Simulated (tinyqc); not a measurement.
# Which input was changed?

Model: leakage currents through a thin dielectric. Computed by tinyqc, a small Python program. Command: `OMP_NUM_THREADS=1 python tinyqc.py 3011258 3011259 out.jsonl leak which`. One thread of a shared host (Intel(R) Xeon(R) Processor @ 2.30GHz), about 0.1 s of CPU time with the checks.

Electrons leave an electrode with Fermi energy E_F above its band bottom; barriers are counted from the Fermi level, and both electrodes are alike. They cross the interlayer first.

Inputs (values chosen for the exercise, modelled on Si3N4):

| quantity | value | unit |
|---|---|---|
| barrier height phi_B | 2.23 | eV |
| tunnelling mass m | 0.34 | m_0 |
| static permittivity k | 7.75 | - |
| optical permittivity k_o | 4.18 | - |
| trap depth phi_t | 1.3 | eV |
| Poole-Frenkel prefactor sigma_0 | 3e-06 | S/cm |
| thickness t | 2.8 | nm |
| voltage V | 0.62 | V |
| temperature T | 300 | K |
| interlayer thickness t_i | 0.41 | nm |
| interlayer barrier phi_i | 3.12 | eV |
| interlayer mass m_i | 0.38 | m_0 |
| interlayer permittivity k_i | 3.9 | - |

Stack: dielectric on an interlayer.

Constants: m_0 = 9.1093837015e-31 kg; e = 1.602176634e-19 C; hbar = 1.054571817e-34 J s; eps_0 = 8.8541878128e-12 F/m; k_B = 8.617333262e-05 eV/K; k_B = 1.380649e-23 J/K; h = 6.62607015e-34 J s.

Method:
- Fields: F_i = V/(t_i + t k_i/k), F = F_i k_i/k; equivalent oxide thickness 3.9 (t/k + t_i/k_i).
- WKB: a layer of mass m, field F and barrier b(x) = b_0 - e F x gives the exponent (4 sqrt(2 m)/(3 hbar e F)) [b_0^(3/2) - max(b_0 - e F t, 0)^(3/2)] for b_0 > 0; b_0 = barrier - (E - E_F), less e F_i t_i for the second layer; the transmission is D(E) = exp(-sum of exponents), without image force.
- Schottky emission J = A T^2 exp(-(phi_B - sqrt(e^3 F/(4 pi k_o eps_0)))/k_B T), A = 4 pi e m k_B^2/h^3 with the tunnelling mass; Poole-Frenkel J = sigma_0 F exp(-(phi_t - sqrt(e^3 F/(pi k_o eps_0)))/k_B T); both use the field F of the dielectric and ignore the interlayer.

Task: One of these inputs alone was changed, within the range given: barrier height phi_B (1.115 to 4.46); static permittivity k (3.875 to 15.5); optical permittivity k_o (2.09 to 8.36); trap depth phi_t (0.65 to 2.6). Which one, and to what value?

Results:

| run | Schottky current density (A/cm^2) | equivalent oxide thickness (nm) | transmission D(E_F) |
|---|---|---|---|
| before | 1.537097e-27 | 1.819032 | 1.447602e-12 |
| after | 2.140596e-27 | 2.413670 | 1.288711e-12 |

Result:

Each candidate set to reproduce Schottky current density, and what it then gives:

| candidate | range searched | value needed | equivalent oxide thickness (nm) | transmission D(E_F) |
|---|---|---|---|---|
| barrier height phi_B (eV) | 1.115 to 4.46 | 2.221 | 1.8190 | 1.5261e-12 |
| static permittivity k | 3.875 to 15.5 | 5.450 | 2.4137 | 1.2887e-12 |
| optical permittivity k_o | 2.09 to 8.36 | 3.900 | 1.8190 | 1.4476e-12 |
| trap depth phi_t (eV) | 0.65 to 2.6 | no effect | - | - |

Only static permittivity k fits every result: it went from 7.75 to 5.45. The next best candidate, optical permittivity k_o, misses one result by 25 %.
